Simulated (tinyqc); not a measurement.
Domain walls in a thin film with perpendicular anisotropy: Bloch, Neel and chiral walls, motion and stripe domains: one step, computed by the program tinyqc. Command: `OMP_NUM_THREADS=1 python tinyqc.py 3026232 3026233 out.jsonl mwall walk`. One thread of a shared host (Intel(R) Xeon(R) Processor @ 2.30GHz), about 0.01 s of CPU time with the checks.

One-dimensional wall: polar angle theta(x), azimuth phi of the moment in the wall (phi = 0 Neel, 90 degrees Bloch). mu_0 = 1.25663706212e-6 T m/A, gamma = 1.76085963023e11 rad/(s T).

Task: Stripe domains. Dipolar length l = sigma/(mu_0 M_s^2); for t much smaller than the period the domain width is w = 0.955 t exp(pi l/t) (Kaplan and Gehring), given as log10 of w in nm.

Inputs (values chosen for the exercise, for a model film): saturation magnetisation M_s = 1280 kA/m; thickness t = 1.3 nm.

wall energy sigma = 4.503888 mJ/m^2

Give: dipolar length l; log10 of the domain width in nm.

Result:

dipolar length l = 2.188 nm

log10 of the domain width in nm = 2.390

Equilibrium domains are about 250 nm wide.
